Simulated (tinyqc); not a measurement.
Thin-film optics by transfer matrices, step by step. Values are carried at full precision from step to step, so a last printed digit may differ when a step is redone from the rounded ones.

Indices N = n + i k. Snell: N0 sin(theta) = N_j sin(theta_j), with Im(N_j cos theta_j) >= 0. Admittance y_j = N_j cos theta_j for s and N_j/cos theta_j for p. Phase delta_j = 2 pi N_j cos theta_j d_j/lambda. Layer matrix [[cos delta, -i sin delta/y], [-i y sin delta, cos delta]], multiplied from the top down to M. (B, C) = M (1, y_sub); r = (y0 B - C)/(y0 B + C), R = |r|^2, T = 4 Re y0 Re y_sub/|y0 B + C|^2, absorbed in the films 1 - R - T.

Parameters, chosen for this exercise (indices near those of HfO2, SiO2 on Si; the results hold for these values, not for the real material): lam = 193 nm (vacuum wavelength); n0 = 1.44 (ambient index); n = (2.789, 1.547, 0.874) (n of HfO2, SiO2, substrate); k = (0.599, 0, 2.839) (k in the same order); d = (2.1, 13.6) nm (thicknesses, top first); theta = 0 degrees (angle of incidence); pol = p (polarisation).

## Angles, admittances and phases

Form cos theta_j, y_j and delta_j.

cos theta_j: ambient 1.0000, film 1 1.0000, film 2 1.0000, substrate 1.0000

y_j: ambient 1.4400, film 1 2.7890+0.5990i, film 2 1.5470, substrate 0.8740+2.8390i

delta_j (rad): film 1 0.1907+0.0410i, film 2 0.6849

## Layer matrices and their product

Form each matrix and multiply from the top down.

matrix of film 1:
```
                1                2
1  0.9827-0.0078i  -0.0002-0.0680i
2  0.2258-0.5049i   0.9827-0.0078i
```

matrix of film 2:
```
          1         2
1    0.7745  -0.4089i
2  -0.9787i    0.7745
```

M:
```
                1                2
1  0.6945-0.0058i  -0.0033-0.4545i
2  0.1673-1.3528i   0.5546-0.0983i
```

Each matrix has determinant 1, and so has M.

## Reflection and transmission

Close the stack on the substrate.

B, C: 1.9820-0.4125i  0.9312+0.1357i

r = 0.5237-0.1294i
R = 0.2910
T into the substrate = 0.3463
absorbed in the films = 0.3628

The bare substrate would reflect 0.6247.

## Checks

- R against the recursion of Airy sums from the substrate up: both 0.29095.

Program tinyqc; command `OMP_NUM_THREADS=1 python tinyqc.py 1681243 1681244 out.jsonl`; about 0.01 s on one thread of a shared Intel(R) Xeon(R) Processor @ 2.30GHz.
